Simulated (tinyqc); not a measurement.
Raising U: Hubbard chain of 6 sites, mean field against exact. Computed by the program tinyqc. Collinear unrestricted mean field (the lowest of 40 random starts) against exact diagonalisation.

one-body matrix (hopping and site energies) (eV):
```
,1,2,3,4,5,6
1,0.1600,-0.8600,0.0000,0.0000,0.0000,0.0000
2,-0.8600,-0.3900,-0.8600,0.0000,0.0000,0.0000
3,0.0000,-0.8600,-0.1100,-0.8600,0.0000,0.0000
4,0.0000,0.0000,-0.8600,0.5400,-0.8600,0.0000
5,0.0000,0.0000,0.0000,-0.8600,0.3800,-0.8600
6,0.0000,0.0000,0.0000,0.0000,-0.8600,-0.0800
```

electrons, up and down: 3  2

Exact and mean-field results (eV):
```
U,U/t,E exact,E mean field,mean |n_up - n_down|,"double occupancy, exact",first gap in the sector
0.430,0.500,-4.94974,-4.93045,0.167,0.156,0.658
0.860,1.000,-4.57053,-4.49399,0.178,0.138,0.637
1.720,2.000,-3.94378,-3.66264,0.276,0.106,0.566
2.580,3.000,-3.46887,-2.98074,0.480,0.079,0.489
3.440,4.000,-3.11220,-2.52448,0.621,0.060,0.422
5.160,6.000,-2.63539,-2.00968,0.732,0.035,0.322
6.880,8.000,-2.34366,-1.73800,0.797,0.023,0.257
10.320,12.000,-2.01638,-1.52255,0.817,0.011,0.180
17.200,20.000,-1.73242,-1.34966,0.828,4.25e-03,0.111
```

What does the comparison show, and why?

In absolute terms mean field is worst at U/t = 6.0, 0.626 eV too high: at small U it is nearly exact, and at large U it still misses the motion of the hole through a fluctuating spin background. Relative to the exact energy its error is 0.4 % at the smallest U, 26 % at most and 22 % at the largest. The double occupancy falls from 0.156 to 0.004.
